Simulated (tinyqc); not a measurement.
## Bandgap voltage reference from two bipolar transistors: output against temperature

Two transistors of area 1 and N carry the same current I. Is(T) = Is (T/T0)^eta exp[(Vg0 q/kB)(1/T0 - 1/T)], VBE1 = Vt ln(I/Is(T)) + I rb, VBE2 = Vt ln(I/(N Is(T))) + I rb/N. The amplifier forces I R1(T) = VBE1 - VBE2 + Vos, with R(T) = R (1 + tc (T - T0)) for both resistors, and the output is Vref = VBE1 + I R2(T). Base currents and the Early effect are neglected.

Vt = kB T/q; I = (Vt ln N + Vos)/(R1(T) - rb (1 - 1/N)).

Inputs (values chosen for the exercise); values of the order met in silicon bipolar transistors:
- T0 = 298 K (reference temperature)
- Vg0 = 1.183 V (band-gap voltage extrapolated to 0 K)
- eta = 3.1 (temperature exponent of the saturation current)
- Is = 1.5e-18 A (saturation current of the unit transistor at T0)
- N = 10 (area ratio of the second transistor)
- R1 = 4 kohm (resistor across which the difference of VBE falls, at T0)
- tc = 400 ppm/K (temperature coefficient of both resistors)
- Vos = 0 mV (offset of the amplifier)
- rb = 0 ohm (series resistance of the unit transistor)
- R2 = 32.55 kohm (output resistor at T0)

Constants: q = 1.602176634e-19 C, kB = 1.380649e-23 J/K. Results are converted to the units shown.

Result of one run:
```
T (K),I (uA),VBE1 (V),I R2 (V),Vref (V),Vref - Vref(T0) (mV),dVref/dT (uV/K)
323,15.86,0.7285,0.5215,1.250,0.5911,15.65
```

What becomes of these results when the temperature T is changed from 323 to 398 K, all else the same?

Result of the changed run:
```
T (K),I (uA),VBE1 (V),I R2 (V),Vref (V),Vref - Vref(T0) (mV),dVref/dT (uV/K)
398,18.98,0.6070,0.6426,1.250,0.1217,-26.82
```

The whole series:
```
T (K),I (uA),VBE1 (V),I R2 (V),Vref (V),Vref - Vref(T0) (mV),dVref/dT (uV/K)
218,11.17,0.8926,0.3520,1.245,-4.903,93.72
233,11.87,0.8697,0.3762,1.246,-3.596,80.66
253,12.78,0.8388,0.4085,1.247,-2.147,64.42
273,13.68,0.8077,0.4408,1.248,-1.012,49.33
298,14.78,0.7683,0.4812,1.249,0,31.84
323,15.86,0.7285,0.5215,1.250,0.5911,15.65
348,16.92,0.6884,0.5619,1.250,0.7918,0.5754
373,17.96,0.6478,0.6023,1.250,0.6279,-13.54
398,18.98,0.6070,0.6426,1.250,0.1217,-26.82
423,19.98,0.5658,0.6830,1.249,-0.7071,-39.37
```

VBE1 falls by 1.59 mV/K on average and I R2 rises by 1.61 mV/K. The slope of Vref vanishes at T = 349 K. Between 233 and 398 K Vref spans 4.39 mV, or 21.3 ppm/K by the box method (span over the average over T, over 165 K).

Computed by the program tinyqc: `OMP_NUM_THREADS=1 python tinyqc.py 2062161 2062162 out.jsonl`, one thread of a shared Intel Xeon 2.30GHz, about 0.02 s for the whole run.
